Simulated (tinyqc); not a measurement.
Memristor with linear dopant drift: one step of the calculation.

A film of thickness D has a doped share x: R = Ron x + Roff (1 - x), i = v/R, dx/dt = k i F with k = mv Ron/D^2 and F = 1 (no window). The drive is v = V0 sin(2 pi f t). The model has no threshold and no heating.

Problem. Rate constant, charge and flux scales. k = mv Ron/D^2; R0 = R(x0); without a window the film fills (x = 1) after the charge (1 - x0)/k and the flux (R0^2 - Ron^2)/(2 k (Roff - Ron)); half a period supplies the flux V0/(pi f).

Values chosen for this exercise:
```
symbol    value       unit                             meaning
Ron         100        ohm  resistance of the fully doped film
Roff      16000        ohm      resistance of the undoped film
D             5         nm                      film thickness
mv      3.7e-14  m^2/(V s)                     dopant mobility
x0         0.25                           doped share at t = 0
V0          0.5          V                           amplitude
f            13         Hz                           frequency
```

Find: k; R0; charge to fill; flux to fill; flux of half a period.

Solution.

k = 1.4800e5 1/C
R0 = 12025 ohm
charge to fill = 5.0676 uC
flux to fill = 0.030722 V s
flux of half a period = 0.012243 V s

Half a period supplies 39.8 % of the flux to fill.

Numbers from tinyqc (`OMP_NUM_THREADS=1 python tinyqc.py 2880123 2880124 out.jsonl`; about 0.2 s on one thread of a shared Intel Xeon 2.30GHz).
